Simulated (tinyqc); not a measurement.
# Doping and flat-band voltage from the body effect

Question. VT = Vfb + 2 phiF + gamma sqrt(2 phiF + Vsb), phiF = Vt ln(Na/ni), gamma = sqrt(2 q eps0 eps_r Na)/Cox, Cox = eps0 eox/tox. Find Na, gamma and Vfb from two thresholds.

Values chosen for this exercise; material values close to those of gallium arsenide:
```
symbol  value  unit                                      meaning
T         300     K                                  temperature
eps_r    12.9         relative permittivity of the semiconductor
eox      22.4        relative permittivity of the gate insulator
tox        80    nm                          insulator thickness
```

Constants: q = 1.602176634e-19 C, kB = 1.380649e-23 J/K, Vt = kB T/q, eps0 = 8.8541878128e-14 F/cm where lengths are in cm. Results are converted to the units shown.

VT at Vsb = 0 and 1.7 V (V): [0.060722682, 0.16361798]
ni = 1.9484678e6 cm^-3

Answer. The difference of the thresholds, gamma [sqrt(2 phiF + Vsb) - sqrt(2 phiF)], holds no Vfb and rises with Na, so it has one root; Vfb then follows from the first threshold.

Na = 4.60e15 cm^-3
gamma = 0.166 V^0.5
Vfb = -1.23 V

Program tinyqc, `OMP_NUM_THREADS=1 python tinyqc.py 2360126 2360127 out.jsonl`; Intel Xeon 2.30GHz, shared host, one thread, about 0.06 s.
